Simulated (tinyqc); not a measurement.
Lattice vibrations of a chain, step by step. Computed by tinyqc, a small Python program that keeps every step. Command: `OMP_NUM_THREADS=1 python tinyqc.py 22827 22828 out.jsonl` (the two numbers bound the seeds that draw the settings). One thread of a shared host (Intel(R) Xeon(R) Processor @ 2.60GHz), about 0.01 s of CPU time with the checks.

## Dynamical matrix at q = 0.27

A chain moving along its axis:
```
atom   mass (u)  spring to the next atom (eV/angstrom^2)
1     16.800000                                11.100000
2      5.800000                                10.500000
```

q is in units of 2 pi/a. A spring k from atom i to atom j, n cells on, adds k to Phi_ii and Phi_jj, -k exp(2 pi i q n) to Phi_ij and the conjugate to Phi_ji (for one atom a cell: 2k (1 - cos 2 pi q n)); D_ij = Phi_ij / sqrt(m_i m_j).

D(q) (eV/(angstrom^2 u)):
```
[[1.285714, -0.991169+1.055316i],
 [-0.991169-1.055316i, 3.724138]]
```

## Frequencies

omega^2 are the eigenvalues; wavenumber = 521.4708 sqrt(eigenvalue) 1/cm.

eigenvalues: [0.612154, 4.397698]

wavenumbers (1/cm): [408.0, 1093.6]

weights |e|^2 of the mass-weighted modes, order atom 1, atom 2:
```
[[0.822070, 0.177930],
 [0.177930, 0.822070]]
```

## Dispersion and heat capacity

C/k_B per atom = mean over q = (j + 1/2)/80, j = 0..39 and all branches of y^2 e^y/(e^y - 1)^2, y = hc wavenumber / k_B T.

Wavenumbers (1/cm):
```
q           branch 1     branch 2
0.000000    0.000000  1167.192474
0.062500   99.784638  1162.919299
0.125000  197.882602  1150.295938
0.187500  292.451103  1129.960452
0.250000  381.259741  1103.167838
0.312500  461.271732  1072.178464
0.375000  527.891375  1040.994220
0.437500  574.035672  1016.278169
0.500000  590.944053  1006.540311
```

Heat capacity:
```
T (K)  C/k_B per atom
20           0.028601
50           0.072022
100          0.149009
200          0.308676
300          0.456156
600          0.754393
1200         0.924448
```

zero-point energy per atom = 44.948988 meV
